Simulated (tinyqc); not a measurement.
What each parameter does: Gamma, L and X subbands of a thin body with non-parabolic valleys.

Hard walls, flat band, c = hbar^2/2m0, energies from the bulk Gamma edge. For a valley at angle theta to the normal 1/m_z = cos^2/ml + sin^2/mt and m_d = sqrt(ml mt^2/m_z). Subband n starts at E_v + e with e (1 + a e) = c (n pi/t)^2/m_z, and its density-of-states mass is taken as m_d (1 + 2 a e), without further growth at higher in-plane energy. Groups are named by valley and degeneracy.

n_i = g m/(2 pi c) kB T ln(1 + exp((EF - E_i)/kB T)), sum n_i = Ns (1e12/cm^2 = 1e-4/angstrom^2), c = hbar^2/2m0. Quantum capacitance Cq = 1602.176634 sum g m/(2 pi c) f_i in microfarad/cm^2 with f_i = 1/(1 + exp((E_i - EF)/kB T)); Cox = 34.5313/eot (one gate); C/Cox = Cq/(Cq + Cox), the centroid term left out.

Constants: hbar^2/2m0 = 3.80998211 eV angstrom^2; kB = 8.617333262e-05 eV/K.

Inputs chosen for the exercise (near those of a thin Ge channel; shifted at random, so the results belong to these values and not to a real crystal): face = 100 (surface); mG = 0.0378 m0 (Gamma mass); aG = 1.02 1/eV (Gamma non-parabolicity); EL = -0.176 eV (L edge above Gamma); mL = (1.653, 0.084) m0 (L valleys (four, along <111>): ml, mt); EX = 0.031 eV (X edge above Gamma); mX = (0.907, 0.187) m0 (Delta valleys (six, along <100>): ml, mt); aS = 0.59 1/eV (non-parabolicity of L and X); Ns = 6.7 x 1e12/cm^2 (sheet density); T = 300 K (temperature); eot = 10 angstrom (equivalent oxide thickness); t = 84 angstrom (body thickness).

n = 1 to 8 of all groups.

One parameter was then changed.

Results before and after:
```
case     lowest edge (eV)  EF (eV)  Gamma share (%)  C/Cox
base               -0.134   -0.147              0.0  0.906
changed            -0.127   -0.140              0.0  0.906
```

Which of these changes was made? (a) aG = 0.71 1/eV; (b) Ns = 10.1 x 1e12/cm^2; (c) eot = 8 angstrom; (d) EL = -0.126 eV; (e) T = 250 K; (f) t = 78 angstrom; (g) mG = 0.0435 m0.

Answer: (f) t = 78 angstrom. Of the candidates, run in turn, only this one gives the changed row.

All candidates:
```
case                   lowest edge (eV)  EF (eV)  Gamma share (%)  C/Cox
base                             -0.134   -0.147              0.0  0.906
t = 78 angstrom                  -0.127   -0.140              0.0  0.906
mG = 0.0435 m0                   -0.134   -0.147              0.0  0.906
aG = 0.71 1/eV                   -0.134   -0.147              0.0  0.906
EL = -0.126 eV                   -0.084   -0.097              0.0  0.906
Ns = 10.1 x 1e12/cm^2            -0.134   -0.133              0.0  0.929
eot = 8 angstrom                 -0.134   -0.147              0.0  0.885
T = 250 K                        -0.134   -0.139              0.0  0.917
```

Program tinyqc; command `OMP_NUM_THREADS=1 python tinyqc.py 1280936 1280937 out.jsonl`; about 0.04 s on one thread of a shared Intel(R) Xeon(R) Processor @ 2.30GHz.
